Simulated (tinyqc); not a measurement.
Inversion-layer mobility, back-scattering and ballistic limit of a field-effect transistor: one step, computed by the program tinyqc. Command: `OMP_NUM_THREADS=1 python tinyqc.py 3014354 3014355 out.jsonl mos walk`. One thread of a shared host (Intel(R) Xeon(R) Processor @ 2.30GHz), about 0.01 s of CPU time with the checks.

The charge at the top of the source barrier is fixed by the gate; series resistance and short-channel effects are left out. F_j are Fermi integrals normalised to exp(eta) in the classical limit.

Question. Effective mobility. mu_phonon = mu_ph (E_eff/1 MV/cm)^(-0.3) (T/300 K)^(-1.75); mu_rough = mu_sr (E_eff/1 MV/cm)^(-2); mu_Coulomb = mu_C (N_inv/1e12 cm^-2) (T/300 K); Matthiessen's rule adds 1/mu.

Inputs (values chosen for the exercise, modelled on a germanium p-channel):
```
quantity                                     value        unit
phonon mobility at 1 MV/cm and 300 K, mu_ph    240  cm^2/(V s)
roughness mobility at 1 MV/cm, mu_sr           360  cm^2/(V s)
Coulomb mobility at N_inv = 1e12/cm^2, mu_C    300  cm^2/(V s)
temperature T                                  400           K
```

Statistics at the top of the barrier: Fermi-Dirac.

inversion density N_inv = 4.714667e+12 1/cm^2

effective field E_eff = 0.1888661 MV/cm

Give: phonon part; roughness part; Coulomb part; effective mobility mu.

Answer.

phonon part = 239.2 cm^2/(V s)

roughness part = 10092 cm^2/(V s)

Coulomb part = 1886 cm^2/(V s)

effective mobility mu = 207.9 cm^2/(V s)

The phonon part is the lowest and holds 87 % of 1/mu.
